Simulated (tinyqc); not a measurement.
Biaxial strain splits the top of the valence band: sp3s* tight binding, strained.

sp3s* tight binding, nearest neighbours only: anion (a) at 0, cation (c) at a/4 (1,1,1), orbitals s, px, py, pz, s* on each; k in units of 2 pi/a. With phases e_j = exp(i (pi/2) k.n_j) for n = (1,1,1), (1,-1,-1), (-1,1,-1), (-1,-1,1): g0 = (e1+e2+e3+e4)/4, g1 = (e1+e2-e3-e4)/4, g2 = (e1-e2+e3-e4)/4, g3 = (e1-e2-e3+e4)/4. The diagonal holds the levels Esa, Epa, Exa (s*) and Esc, Epc, Exc. Anion-cation block: <sa|sc> = Vss g0; <sa|xc> = Vsapc g1; <xa|sc> = -Vscpa g1; <xa|xc> = Vxx g0; <xa|yc> = <ya|xc> = Vxy g3, <xa|zc> = <za|xc> = Vxy g2, <ya|zc> = <za|yc> = Vxy g1; <s*a|xc> = Vxapc g1; <xa|s*c> = -Vpaxc g1; y and z take g2 and g3 in place of g1; s-s* and s*-s* vanish.

Strain e moves each bond vector to d = (1 + e) d0 (no internal displacement for the diagonal strains used here) and k is given in fractions of the strained reciprocal cell, so the phases stay. Two-centre values Vss_sigma = Vss/4, Vsp_sigma = sqrt3 V/4 for each s-p and s*-p pair, Vpp_sigma = (Vxx + 2 Vxy)/4, Vpp_pi = (Vxx - Vxy)/4 are scaled by (d0/d)^eta and combined with the new direction cosines; the levels on the diagonal stay.

Inputs chosen for the exercise (near a published set for Si, fitted to gaps, whose masses and valley positions are rough; spin-orbit coupling, where it is added without a refit, lifts the valence top and shrinks all gaps by about a third of the splitting; the results hold for these values, not for the real material): Esa = -4.218 eV (s level of the anion); Epa = 1.704 eV (p level of the anion); Esc = -4.218 eV (s level of the cation); Epc = 1.704 eV (p level of the cation); Exa = 6.722 eV (s* level of the anion); Exc = 6.722 eV (s* level of the cation); Vss = -8.269 eV (s-s); Vxx = 1.718 eV (px-px); Vxy = 4.566 eV (px-py); Vsapc = 5.742 eV (s anion, p cation); Vscpa = 5.742 eV (s cation, p anion); Vxapc = 5.384 eV (s* anion, p cation); Vpaxc = 5.384 eV (p anion, s* cation); eta = 2.5 (scaling exponent); D001 = 0.78 (ratio -ezz/exx).

No spin-orbit coupling; k = 0; exx = eyy = e, ezz = -D001 e. The four bonds keep equal lengths, and the sums over them give Vxx(e) for px and py and Vzz(e) for pz; each level is the lower root of [[Epa, V], [V, Epc]], and the s level the upper root of the s block. The shear potential b follows from E(x,y) - E(z) = 3 b (exx - ezz), taken as the slope between e = -0.005 and 0.005.

Couplings and levels at Gamma (eV):

| e | ezz | Vxx(e) | Vzz(e) | E(x,y) | E(z) | E(x,y) - E(z) (meV) | upper s level |
|---|---|---|---|---|---|---|---|
| -0.020 | 0.0156 | 1.6407 | 1.9770 | 0.0633 | -0.2730 | 336.3 | 4.2185 |
| -0.010 | 0.0078 | 1.6803 | 1.8457 | 0.0237 | -0.1417 | 165.3 | 4.1349 |
| -0.005 | 0.0039 | 1.6994 | 1.7814 | 0.0046 | -0.0774 | 82.0 | 4.0930 |
| 0.005 | -0.0039 | 1.7361 | 1.6555 | -0.0321 | 0.0485 | -80.6 | 4.0089 |
| 0.010 | -0.0078 | 1.7538 | 1.5940 | -0.0498 | 0.1100 | -159.8 | 3.9668 |
| 0.020 | -0.0156 | 1.7876 | 1.4737 | -0.0836 | 0.2303 | -314.0 | 3.8824 |

b = -3.044 eV

What can be read from this table?

Under tension in the plane (e > 0) the bonds tilt towards the plane, Vxx grows to 1.7538 and Vzz falls to 1.5940 eV at e = 0.01, and the pz state forms the top of the valence band, by 159.8 meV; under compression (e = -0.01) the px, py pair does, by 165.3 meV. The slope gives b = -3.04 eV, a rough value, since on-site strain terms are left out (measured values lie near -2 eV).

Program tinyqc; command `OMP_NUM_THREADS=1 python tinyqc.py 1452311 1452312 out.jsonl`; about 0.1 s on one thread of a shared Intel(R) Xeon(R) Processor @ 2.30GHz.
